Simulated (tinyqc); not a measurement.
A ladder of methods, and size consistency: correlation methods against full CI in the sto-6g basis, for BeH2, spin multiplicity 1. Computed by the program tinyqc with PySCF. Command: `OMP_NUM_THREADS=1 python tinyqc.py 112319 112320 out.jsonl`; one thread of a shared host (Intel(R) Xeon(R) Processor @ 2.60GHz), about 2 s.

Geometry (angstrom):
```
atom       x        y       z
Be    0.0000   0.0000  0.0000
H     0.0000   1.5260  0.0000
H     0.0000  -1.5330  0.0000
```

RHF energy of one = -15.687368 hartree

All electrons correlated; +Q is the Davidson correction (1 - c0^2) E_corr. The last columns treat two copies 100 angstrom apart as one system. FCI is the lowest singlet.

Correlation energies (hartree):
```
method   E_corr of one  share of FCI (%)  E_corr of two at 100 angstrom  two minus twice one (mhartree)
MP2           -0.02904            63.171                       -0.05808                           0.000
CISD          -0.04461            97.039                       -0.08597                           3.255
CISD+Q        -0.04637           100.858                       -0.09201                           0.725
CCSD          -0.04535            98.638                       -0.09069                           0.000
CCSD(T)       -0.04567            99.339                       -0.09134                           0.000
FCI           -0.04597           100.000                              -                               -
```

MP2 recovers 63 %, CISD 97.0 % and CCSD 98.6 % of the FCI value (c0^2 = 0.961 in CISD). MP2 and coupled cluster are size consistent, so their last column vanishes; CISD loses 3.25 mhartree, since a double excitation on each copy is a quadruple of the pair, and the Davidson correction leaves +0.73.
